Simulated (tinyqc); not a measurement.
Bias-temperature instability from a Gaussian distribution of capture and emission barriers: one step, computed by the program tinyqc. Command: `OMP_NUM_THREADS=1 python tinyqc.py 3016643 3016644 out.jsonl bti walk`. One thread of a shared host (Intel(R) Xeon(R) Processor @ 2.30GHz), about 0.01 s of CPU time with the checks.

Each trap has a capture time tau_0 exp(E_c/(k_B T)) under stress and an emission time tau_0 exp(E_e/(k_B T)) after it. E_c is Gaussian, and E_e = E_c + d with d Gaussian and independent. A trap counts as filled once t_s exceeds its capture time and as emptied once t_r exceeds its emission time.

Problem. Stress. Demarcation energies E_s = k_B T ln(t_s/tau_0), E_r = k_B T ln(t_r/tau_0); mean barrier mu = mu_c - k_F F; z = (E_s - mu)/sigma_c; Phi is the standard normal distribution. Temperatures in kelvin are T(C) + 273.15. Shift without recovery dV0 = V_max Phi(z); local time exponent n = d ln dV0/d ln t_s = (k_B T/sigma_c) exp(-z^2/2)/(sqrt(2 pi) Phi(z)); apparent activation energy n E_s.

Inputs (values chosen for the exercise, for a model p-channel transistor):

| quantity | value | unit |
|---|---|---|
| shift with all traps filled V_max | 86 | mV |
| mean capture barrier at zero field mu_c | 1.59 | eV |
| spread of capture barriers sigma_c | 0.37 | eV |
| lowering of mu_c per field k_F | 0.061 | eV/(MV/cm) |
| oxide field F | 8.2 | MV/cm |
| time constant tau_0 | 1e-09 | s |
| temperature T | 175 | C |
| stress time t_s | 600 | s |

Constants: k_B = 8.617333262e-05 eV/K.

Give: E_s; mean barrier mu; z; shift without recovery dV0; time exponent n; apparent activation energy.

Solution.

E_s = 1.047 eV

mean barrier mu = 1.0898 eV

z = -0.1147

shift without recovery dV0 = 39.07 mV

time exponent n = 0.09105

apparent activation energy = 0.09536 eV

The stress has filled 45 % of the traps. The apparent energy 0.095 eV is only the share n of the barriers near 1.05 eV that are being crossed.
